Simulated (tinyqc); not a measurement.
# Biaxially strained (001) channel, valley splitting in an inversion layer: effects of single changes

A thin layer grown on a relaxed buffer is stretched in the plane. The two valleys with their long axis along the growth direction (D2) sink against the four in-plane ones (D4); confinement in a triangular well splits them too. Only the lowest subband of each set is kept; one relaxation time, so the weakening of intervalley scattering is left out.

Values chosen for this exercise; values close to those of silicon on relaxed silicon-germanium: temperature T = 250 K; germanium share of the relaxed buffer x = 0.16; lattice mismatch per unit x b1 = 0.0418; elastic constant c11 = 168 GPa; elastic constant c12 = 63.2 GPa; shear deformation potential Xu = 8.86 eV; longitudinal mass ml = 0.932 m0; transverse mass mt = 0.189 m0; confining field F = 0.53 MV/cm; inversion density Ns = 3.6e12 cm^-2; Burgers vector bv = 0.384 nm.

Constants: q = 1.602176634e-19 C, kB = 1.380649e-23 J/K, hbar = 1.054571817e-34 J s, m0 = 9.1093837015e-31 kg, Vt = kB T/q, hbar^2/(2 m0) = 0.0380998212 eV nm^2. Results are converted to the units shown.

Each table varies one quantity; the others keep the values above.

## Effect of the germanium share of the relaxed buffer

e_par = b1 x, e_perp = -2 (c12/c11) e_par, splitting D = Xu (e_par - e_perp), in-plane stress (c11 + c12 - 2 c12^2/c11) e_par. Levels E(m) = 2.33811 (hbar^2 q^2 F^2/(2 m))^(1/3): E2 = E(ml), E4 = E(mt) + D; N2 = 2 mt kB T/(pi hbar^2), N4 = 4 sqrt(mt ml) kB T/(pi hbar^2). EF solves Ns = N2 ln(1 + exp((EF - E2)/Vt)) + N4 ln(1 + exp((EF - E4)/Vt)); f2 is the share in D2, and 1/mc = f2/mt + (1 - f2)(1/mt + 1/ml)/2. Critical thickness (Matthews-Blakeslee, 60-degree dislocations): h = bv (1 - nu/4)[ln(h/bv) + 1]/(4 pi e_par (1 + nu)), nu = c12/(c11 + c12). The gain is mc(x = 0)/mc.

The same in every row: f2 without strain = 0.85149.

Results:
```
x     D (meV)       f2  mc (m0)    gain  critical thickness (nm)
0.03   19.470  0.93037  0.19440  1.0334                   120.29
0.15   97.349  0.99789  0.18916  1.0620                   17.103
0.21   136.29  0.99965  0.18903  1.0628                   11.120
0.27   175.23  0.99994  0.18900  1.0629                   7.9953
0.33   214.17  0.99999  0.18900  1.0629                   6.1042
0.39   253.11   1.0000  0.18900  1.0629                   4.8495
0.45   292.05   1.0000  0.18900  1.0629                   3.9630
```

Estimate the missing row, x = 0.09.

Computed row:
```
x     D (meV)       f2  mc (m0)    gain  critical thickness (nm)
0.09   58.409  0.98736  0.18996  1.0576                   32.280
```

With this row back in the table: As x goes from 0.03 to 0.45, f2 rises from 0.930 to 1.00 (without strain: it stays at 0.851) and the gain rises from 1.03 to 1.06. The gain cannot pass 1.063, reached when D4 is empty, while the critical thickness falls from 120 to 3.96 nm.

## Effect of the confining field

Same model as above.

The same in every row: D (meV) = 103.8.

Effect of the confining field:
```
F (MV/cm)  f2 without strain      f2  mc (m0)   gain
0.1                   0.3971  0.9818   0.1904  1.307
0.3                   0.6699  0.9950   0.1894  1.149
0.5                   0.8345  0.9982   0.1891  1.070
0.7                   0.9206  0.9993   0.1891  1.032
0.9                   0.9621  0.9997   0.1890  1.015
1.1                   0.9815  0.9998   0.1890  1.007
1.3                   0.9908  0.9999   0.1890  1.004
1.5                   0.9953   1.000   0.1890  1.002
```

As F goes from 0.1 to 1.5 MV/cm, f2 rises from 0.982 to 1.00 (without strain: it rises from 0.397 to 0.995) and the gain falls from 1.31 to 1.00. Strong confinement already empties D4, so strain has less to move. At F = 0.1 MV/cm the second D2 subband, left out here, lies within 2 Vt of EF or below it.

Computed by the program tinyqc: `OMP_NUM_THREADS=1 python tinyqc.py 2530105 2530106 out.jsonl`, one thread of a shared Intel Xeon 2.30GHz, about 0.01 s for the whole run.
